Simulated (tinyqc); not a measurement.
# From sheath width s back to absorbed power P

Model: global model of a low-pressure process discharge: electron temperature, density, ion flux and ion energy. Computed by tinyqc, a small Python program. Command: `OMP_NUM_THREADS=1 python tinyqc.py 3110390 3110391 out.jsonl plasma inv`. One thread of a shared host (Intel(R) Xeon(R) Processor @ 2.30GHz), about 0.02 s of CPU time with the checks.

Maxwellian electrons with temperature T_e in eV, one positive ion, no negative ions, uniform bulk density n; rate constants have the Arrhenius form.

Inputs (values chosen for the exercise, of the order of those of an inductive discharge in a simple atomic gas): ion mass M = 35.5 u; ionisation prefactor K0 = 3.4e-14 m^3/s; ionisation energy E_iz = 12.2 eV; excitation prefactor X0 = 1.5e-14 m^3/s; excitation energy E_ex = 8.3 eV; elastic rate constant K_el = 1.6e-13 m^3/s; ion-neutral cross section = 1.1e-18 m^2; pressure p = 9 Pa; gas temperature T_g = 300 K; radius R = 24 cm; height L = 8.8 cm; bias power P_b = 35 W; radius of the biased electrode = 7.5 cm; bias frequency = 0.4 MHz.

Constants: k_B = 1.380649e-23 J/K; e = 1.602176634e-19 C; u = 1.6605390666e-27 kg; m_0 = 9.1093837015e-31 kg; eps_0 = 8.8541878128e-12 F/m.

Method:
- n_g = p/(k_B T_g); lambda_i = 1/(n_g sigma); h_L = 0.86/sqrt(3 + L/(2 lambda_i)), h_R = 0.8/sqrt(4 + R/lambda_i); A_eff = 2 pi R^2 h_L + 2 pi R L h_R; d_eff = pi R^2 L/A_eff.
- Particle balance: K0 exp(-E_iz/T_e) n_g d_eff = u_B, u_B = sqrt(e T_e/M).
- Root found by bracketing.
- E_c = E_iz + (X0 exp(-E_ex/T_e) E_ex + K_el (3 m_0/M) T_e)/K_iz; wall potential V_s = (T_e/2) ln(M/(2 pi m_0)); E_T = E_c + 2 T_e + T_e/2 + V_s; n = P/(e u_B A_eff E_T); ion current density J = e h_L n u_B; ionised share n/n_g.
- All bias power goes to ions: V_b = P_b/(J pi r^2). Debye length at the sheath edge lambda_D = sqrt(eps_0 T_e/(e h_L n)); Child-law sheath s = (sqrt2/3) lambda_D (2 V/T_e)^(3/4), V = V_b + V_s; ion transit time tau_i = 3 s sqrt(M/(2 e V)); collisions in the sheath s/lambda_i.

Problem. A run gave the result below. Find the absorbed power P, known to lie between 1300 and 1900 W.

sheath width s = 0.4230817 mm

Solution.

Each step takes the trial c = (a f_b - b f_a)/(f_b - f_a), f being the result less the target and a, b, c the logarithms of the listed values; c replaces end b, the old b replaces a if the sign of f changed, and otherwise f_a is halved.

Scan of the range:
```
absorbed power P (W)  sheath width s (mm)
1300                             0.464100
1380                             0.432216
1480                             0.397739
1570                             0.370878
1670                             0.344799
1780                             0.319864
1900                             0.296312
```

False position (Illinois rule, in the logarithm of the input) inside the bracket:
```
step    end a    end b    trial  sheath width s (mm)
1     1380.00  1480.00  1405.82             0.422789
2     1380.00  1405.82  1404.25             0.423350
3     1405.82  1404.25  1405.00             0.423082
4     1404.25  1405.00  1405.00             0.423082
```

Sheath width s falls at every point of a 13-point scan of the range (every second point is shown), so one value fits; it is bracketed by 1380 and 1480. Answer: absorbed power P = 1405 W.

Caution: at so short an ion path the formulas for h_L and h_R give way to the ambipolar-diffusion limit.
